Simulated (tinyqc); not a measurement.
The mobility curve: inversion-layer mobility, back-scattering and ballistic limit of a field-effect transistor. Computed by tinyqc, a small Python program. Command: `OMP_NUM_THREADS=1 python tinyqc.py 3018479 3018480 out.jsonl mos walk`. One thread of a shared host (Intel(R) Xeon(R) Processor @ 2.30GHz), about 0.01 s of CPU time with the checks.

The charge at the top of the source barrier is fixed by the gate; series resistance and short-channel effects are left out. F_j are Fermi integrals normalised to exp(eta) in the classical limit.

Inputs (values chosen for the exercise, modelled on an InGaAs n-channel):

| quantity | value | unit |
|---|---|---|
| weight w of the inversion charge | 0.5 | - |
| permittivity eps | 13.9 | - |
| phonon mobility at 1 MV/cm and 300 K, mu_ph | 3100 | cm^2/(V s) |
| roughness mobility at 1 MV/cm, mu_sr | 2300 | cm^2/(V s) |
| Coulomb mobility at N_inv = 1e12/cm^2, mu_C | 2900 | cm^2/(V s) |
| electrical oxide thickness t_inv | 1.8 | nm |
| depletion charge N_dep | 1.4e+12 | 1/cm^2 |
| temperature T | 77 | K |

Statistics at the top of the barrier: Fermi-Dirac.

Constants: eps_0 = 8.8541878128e-12 F/m; e = 1.602176634e-19 C.

Method. N_inv = 3.9 eps_0 (V_G - V_T)/(e t_inv); effective field E_eff = e (N_dep + w N_inv)/(eps eps_0). mu_phonon = mu_ph (E_eff/1 MV/cm)^(-0.3) (T/300 K)^(-1.75); mu_rough = mu_sr (E_eff/1 MV/cm)^(-2); mu_Coulomb = mu_C (N_inv/1e12 cm^-2) (T/300 K); Matthiessen's rule adds 1/mu.

Mobilities (cm^2/(V s)):

| V_G - V_T (V) | N_inv (1/cm^2) | E_eff (MV/cm) | phonon | roughness | Coulomb | total |
|---|---|---|---|---|---|---|
| 0.03 | 3.5921e+11 | 0.2056 | 53831 | 54392 | 267 | 264.8 |
| 0.06 | 7.1843e+11 | 0.2290 | 52120 | 43853 | 535 | 523.0 |
| 0.12 | 1.4369e+12 | 0.2758 | 49294 | 30242 | 1069 | 1011.8 |
| 0.20 | 2.3948e+12 | 0.3381 | 46370 | 20117 | 1782 | 1581.6 |
| 0.35 | 4.1908e+12 | 0.4550 | 42418 | 11108 | 3119 | 2303.2 |
| 0.50 | 5.9869e+12 | 0.5719 | 39606 | 7031 | 4456 | 2551.8 |
| 0.75 | 8.9803e+12 | 0.7668 | 36271 | 3912 | 6684 | 2310.5 |
| 1.00 | 1.1974e+13 | 0.9616 | 33889 | 2487 | 8912 | 1839.0 |
| 1.50 | 1.7961e+13 | 1.3513 | 30601 | 1260 | 13369 | 1109.4 |

What follows from these numbers?

The lowest part is Coulomb from 0.0300 to 0.500, roughness from 0.750 to 1.50 V. The total peaks at 2552 near E_eff = 0.57 MV/cm: screening lifts it at low density and the field presses it down at high density.

Extremes, crossings and ranges named in words are read from the listed rows.
